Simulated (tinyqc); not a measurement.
Estimate of lattice thermal conductivity from elastic moduli (Slack, Klemens and Cahill formulas): one step, computed by the program tinyqc.

An isotropic solid.

Problem. Velocities, Poisson ratio and Debye temperature. rho = M/V; vL = sqrt((B + 4G/3)/rho), vT = sqrt(G/rho); v_m = [(vL^-3 + 2 vT^-3)/3]^(-1/3); Poisson ratio sigma = (3B - 2G)/(6B + 2G); Theta = hbar v_m (6 pi^2/V)^(1/3)/k_B.

Inputs (values chosen for the exercise, for a model crystal):

| quantity | value | unit |
|---|---|---|
| bulk modulus B | 47 | GPa |
| shear modulus G | 30.6 | GPa |
| volume per atom V | 26.8 | angstrom^3 |
| mean atomic mass M | 159 | u |

Grueneisen parameter: from thermal expansion.

Constants: u = 1.6605390666e-27 kg; hbar = 1.054571817e-34 J s; k_B = 1.380649e-23 J/K.

Give: density rho; vL; vT; v_m; Poisson ratio sigma; Debye temperature Theta.

Solution.

density rho = 9852 kg/m^3

vL = 2985 m/s

vT = 1762 m/s

v_m = 1953 m/s

Poisson ratio sigma = 0.2325

Debye temperature Theta = 194.3 K
